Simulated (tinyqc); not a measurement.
Worked calculation: RHF in the sto-6g basis, for H2, spin multiplicity 1. One step of it, computed by the program tinyqc.

Task: Iteration 1: building the Fock matrix. J_ij = sum D_kl (ij|kl), K_ij = sum D_kl (ik|jl); F = H + J - 0.5 K; E = tr D H + tr D J / 2 - 0.25 tr D K + E_nn.

D at the start, order 1H 1s, 2H 1s:
$$\begin{pmatrix}
0.635520 & 0.635520 \\
0.635520 & 0.635520
\end{pmatrix}$$

core Hamiltonian H = T + V (hartree), order 1H 1s, 2H 1s:
$$\begin{pmatrix}
-1.045800 & -0.811375 \\
-0.811375 & -1.045800
\end{pmatrix}$$

Two-electron integrals (ij|kl) in chemists' order, unique and non-zero (hartree):
```
(11|11) 0.774999   (21|11) 0.371241   (21|21) 0.217271   (22|11) 0.520909
(22|21) 0.371241   (22|22) 0.774999
```

nuclear repulsion = 0.60546592 hartree

Give: Coulomb J; exchange K; Fock matrix F; total energy of this density.

Result:

Coulomb J (hartree), order 1H 1s, 2H 1s:
$$\begin{pmatrix}
1.295 & 0.748 \\
0.748 & 1.295
\end{pmatrix}$$

exchange K (hartree), order 1H 1s, 2H 1s:
$$\begin{pmatrix}
1.102 & 0.941 \\
0.941 & 1.102
\end{pmatrix}$$

Fock matrix F (hartree), order 1H 1s, 2H 1s:
$$\begin{pmatrix}
-0.302 & -0.534 \\
-0.534 & -0.302
\end{pmatrix}$$

total energy of this density = -1.10575 hartree

This density is the starting one.
